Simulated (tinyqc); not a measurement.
Nucleation and growth against temperature: classical nucleation, growth and JMAK kinetics of crystallisation from a melt or glass. Computed by tinyqc, a small Python program. Command: `OMP_NUM_THREADS=1 python tinyqc.py 3017011 3017012 out.jsonl nucl walk`. One thread of a shared host (Intel(R) Xeon(R) Processor @ 2.30GHz), about 0.01 s of CPU time with the checks.

A spherical nucleus cap on a flat wall with a sharp interface of isotropic energy gamma; lambda = Omega^(1/3) is the jump distance.

Inputs (values chosen for the exercise, for a model substance):
```
quantity                        value        unit
melting point T_m                1330           K
heat of melting per volume H     3000      J/cm^3
interface energy gamma          0.248       J/m^2
atomic volume Omega              17.5  angstrom^3
diffusion prefactor D0        2.6e-07       m^2/s
activation energy Q              0.58          eV
contact angle theta                90     degrees
wall area per volume S_v       130000         1/m
```

Nucleation: on a flat wall. Driving force: Thompson-Spaepen.

Constants: k_B = 1.380649e-23 J/K; k_B = 8.617333262e-05 eV/K.

Method:
- Driving force per volume: dG = H [(T_m - T)/T_m] [2 T/(T_m + T)].
- Shape factor f = (2 + cos theta)(1 - cos theta)^2/4.
- W(r) = f [4 pi r^2 gamma - (4/3) pi r^3 dG]; r* = 2 gamma/dG; W* = f 16 pi gamma^3/(3 dG^2); n* = f (4/3) pi r*^3/Omega.
- D = D0 exp(-Q/(k_B T)); attachment rate k+ = (A*/lambda^2) D/lambda^2 with A* = 2 pi r*^2 (1 - cos theta); Zeldovich factor Z = sqrt(W*/(3 pi k_B T))/n*; sites per volume N = S_v/lambda^2; I = N Z k+ exp(-W*/(k_B T)); lag time = 1/(4 pi Z^2 k+).
- Growth (Wilson-Frenkel): u = (D/lambda) [1 - exp(-dG Omega/(k_B T))].
- JMAK with steady nucleation and growth, nuclei spread at random: extended fraction X_e = (pi/3) I u^3 t^4, X = 1 - exp(-X_e); t_X = [-3 ln(1 - X)/(pi I u^3)]^(1/4); final grains per volume = Gamma(5/4) (3/pi)^(1/4) (I/u)^(3/4), Gamma(5/4) = 0.9064024771.
- Grain size = (grains per volume)^(-1/3). Rows are kept where W*/(k_B T) < 70.

Rates:
```
T (K)  W*/(k_B T)  I (1/(m^3 s))  u (m/s)   t_0.5 (s)  grain size (micrometre)
665        13.918     5.1543e+26  0.03429  2.3758e-06               9.3677e-02
732        13.786     1.4156e+27  0.08234  9.5667e-07               9.0585e-02
798        14.319     1.7024e+27  0.16549  5.4119e-07               1.0300e-01
864        15.630     8.3991e+26  0.29140  4.2245e-07               1.4157e-01
931        18.097     1.2026e+26  0.46131  4.8660e-07               2.5814e-01
998        22.495     2.3204e+24  0.65765  1.0007e-06               7.5684e-01
1064       30.581     1.0513e+21  0.84277  5.6950e-06               5.5194e+00
1130       47.683     5.5166e+13  0.96414  3.4015e-04               3.7715e+02
```

What follows from these numbers?

Among these rows I peaks at 798 K, u at 1130 K and the change is fastest at 864 K, between the two. Growth has no barrier W*, so it peaks nearer T_m than nucleation. The grain size goes as (u/I)^(1/4), from 0.094 micrometre at the lowest T to 380 at the highest. Caution: in the coldest rows the nucleus has under 20 atoms or the barrier is under 10 k_B T, where the capillary model and steady rates are only a guide.

Extremes, crossings and ranges named in words are read from the listed rows.
